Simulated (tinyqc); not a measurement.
Double-gate transistor below threshold, two-dimensional Poisson equation on a small mesh: one step of the calculation.

Half of a symmetric double-gate structure: row 0 is the mid-plane of the body, where the normal field vanishes. Mobile charge is neglected (subthreshold), the body is fully depleted, and potentials are counted from the intrinsic level; rows run upward to the gate, columns from source to drain.

Question. Barrier, swing and barrier lowering. The barrier is read along row 0, the path farthest from the gate. Take the node j of lowest psi: barrier Vbi - psi_j; swing Vt ln 10/(d psi_j/dVg); DIBL = (d psi_j/dVd)/(d psi_j/dVg). The derivatives solve the same equations with s = 0 and a unit change of that voltage.

Inputs (values chosen for the exercise):

| symbol | value | unit | meaning |
|---|---|---|---|
| T | 273 | K | temperature |
| Vbi | 0.47 | V | potential of the source |

Constants: q = 1.602176634e-19 C, kB = 1.380649e-23 J/K, Vt = kB T/q. Results are converted to the units shown.

converged psi (V):
```
               j=0          j=1          j=2          j=3          j=4          j=5          j=6
row 0   0.47000000   0.15280360   0.04648817   0.03288975   0.09238677   0.31891457   0.97000000
row 1   0.47000000   0.13733835   0.03968865   0.02752920   0.08013735   0.28777907   0.97000000
row 2   0.47000000   0.08740328   0.02035003   0.01266901   0.04514872   0.18703574   0.97000000
row 3   0.23000000   0.04023007   0.00547879   0.00153702   0.01813527   0.09162258   0.48000000
row 4  -0.01000000  -0.01000000  -0.01000000  -0.01000000  -0.01000000  -0.01000000  -0.01000000
```

d psi/dVg on row 0: j=0 0.00000000, j=1 0.66320673, j=2 0.89118154, j=3 0.94124691, j=4 0.89118154, j=5 0.66320673, j=6 0.00000000
d psi/dVd on row 0: j=0 0.0000000, j=1 0.0022857, j=2 0.0085106, j=3 0.0293765, j=4 0.1003078, j=5 0.3345076, j=6 1.0000000

Find: j; barrier; swing; DIBL.

Answer.

j = 3
barrier = 0.43711 V
swing = 57.550 mV/decade
DIBL = 31.210 mV/V

Numbers from tinyqc (`OMP_NUM_THREADS=1 python tinyqc.py 2480077 2480078 out.jsonl`; about 0.1 s on one thread of a shared Intel Xeon 2.30GHz).
